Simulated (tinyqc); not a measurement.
## Bandgap voltage reference from two bipolar transistors: output against temperature

Two transistors of area 1 and N carry the same current I. Is(T) = Is (T/T0)^eta exp[(Vg0 q/kB)(1/T0 - 1/T)], VBE1 = Vt ln(I/Is(T)) + I rb, VBE2 = Vt ln(I/(N Is(T))) + I rb/N. The amplifier forces I R1(T) = VBE1 - VBE2 + Vos, with R(T) = R (1 + tc (T - T0)) for both resistors, and the output is Vref = VBE1 + I R2(T). Base currents and the Early effect are neglected.

Vt = kB T/q; I = (Vt ln N + Vos)/(R1(T) - rb (1 - 1/N)).

Parameters, values chosen for the exercise; values of the order met in silicon bipolar transistors:
```
symbol,value,unit,meaning
T0,298,K,reference temperature
Vg0,1.197,V,band-gap voltage extrapolated to 0 K
eta,3.6,,temperature exponent of the saturation current
Is,1.7e-16,A,saturation current of the unit transistor at T0
N,8,,area ratio of the second transistor
R1,2.5,kohm,"resistor across which the difference of VBE falls, at T0"
tc,0,ppm/K,temperature coefficient of both resistors
Vos,0,mV,offset of the amplifier
rb,0,ohm,series resistance of the unit transistor
R2,29.01,kohm,output resistor at T0
```

Constants: q = 1.602176634e-19 C, kB = 1.380649e-23 J/K. Results are converted to the units shown.

Result of one run:

| I (uA) | VBE1 (V) | I R2 (V) | Vref (V) | Vref - Vref(T0) (mV) | dVref/dT (uV/K) |
|---|---|---|---|---|---|
| 24.94 | 0.5535 | 0.7236 | 1.277 | 1.150 | 6.076 |

Which temperature T gave this result: 233, 323, 348, 373 or 398 K?

T = 348 K.

The whole series:

| T (K) | I (uA) | VBE1 (V) | I R2 (V) | Vref (V) | Vref - Vref(T0) (mV) | dVref/dT (uV/K) |
|---|---|---|---|---|---|---|
| 218 | 15.63 | 0.8167 | 0.4533 | 1.270 | -5.922 | 110.9 |
| 233 | 16.70 | 0.7871 | 0.4845 | 1.272 | -4.372 | 95.96 |
| 253 | 18.13 | 0.7472 | 0.5261 | 1.273 | -2.640 | 77.51 |
| 273 | 19.57 | 0.7070 | 0.5677 | 1.275 | -1.263 | 60.46 |
| 298 | 21.36 | 0.6563 | 0.6196 | 1.276 | 0 | 40.83 |
| 323 | 23.15 | 0.6051 | 0.6716 | 1.277 | 0.7921 | 22.78 |
| 348 | 24.94 | 0.5535 | 0.7236 | 1.277 | 1.150 | 6.076 |
| 373 | 26.74 | 0.5014 | 0.7756 | 1.277 | 1.106 | -9.468 |
| 398 | 28.53 | 0.4490 | 0.8276 | 1.277 | 0.6852 | -24.00 |
| 423 | 30.32 | 0.3963 | 0.8796 | 1.276 | -0.08726 | -37.65 |

VBE1 falls by 2.05 mV/K on average and I R2 rises by 2.08 mV/K. The slope of Vref vanishes at T = 358 K. Between 233 and 398 K Vref spans 5.55 mV, or 26.4 ppm/K by the box method (span over the average over T, over 165 K).

Numbers from tinyqc (`OMP_NUM_THREADS=1 python tinyqc.py 2062189 2062190 out.jsonl`; about 0.03 s on one thread of a shared Intel Xeon 2.30GHz).
